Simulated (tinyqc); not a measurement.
The 3-omega method: a line heater on a substrate with a thin film: one step, computed by the program tinyqc. Command: `OMP_NUM_THREADS=1 python tinyqc.py 3020993 3020994 out.jsonl threeomega walk`. One thread of a shared host (Intel(R) Xeon(R) Processor @ 2.30GHz), about 0.01 s of CPU time with the checks.

A current at angular frequency omega = 2 pi f heats the line at 2 omega with the amplitude P per length; the temperature swing Delta T at 2 omega gives a voltage at 3 omega. The substrate is taken as semi-infinite and isotropic, and the heat capacity of heater and film is left out.

Problem. Temperature swing of the bare substrate. Delta T_s = (P/(pi kappa)) int_0^infinity (sin x/x)^2 / sqrt(x^2 + (q b)^2) dx with (q b)^2 = i |q b|^2, averaged over the heater width (12 Gauss-Legendre points on each of the pieces 0, 14 log-spaced edges from 1e-5 to 1, and multiples of pi to 40 pi; the tail adds 1/(4 (40 pi)^2)). For |q| b much below 1: Delta T_s = (P/(pi kappa)) [-ln(|q| b) + eta - i pi/4], eta = 3/2 - C_E = 0.92278, with Euler's C_E = 0.5772157.

Inputs (values chosen for the exercise, modelled on a silicon-germanium alloy on gallium nitride):
```
quantity                      value           unit
substrate conductivity kappa    197        W/(m K)
substrate heat capacity C       2.9  1e6 J/(m^3 K)
heater half-width b              23     micrometre
power amplitude per length P      9            W/m
current frequency f            1700             Hz
```

|q| b = 0.4078713

Give: in-phase Delta T_s; out-of-phase Delta T_s; in-phase, narrow-line form; out-of-phase, narrow-line form.

Solution.

in-phase Delta T_s = 0.026763 K

out-of-phase Delta T_s = -0.010649 K

in-phase, narrow-line form = 0.026461 K

out-of-phase, narrow-line form = -0.011421 K

The narrow-line form misses the in-phase part by -1.13 % and the out-of-phase part by +7.3 % at |q| b = 0.408.
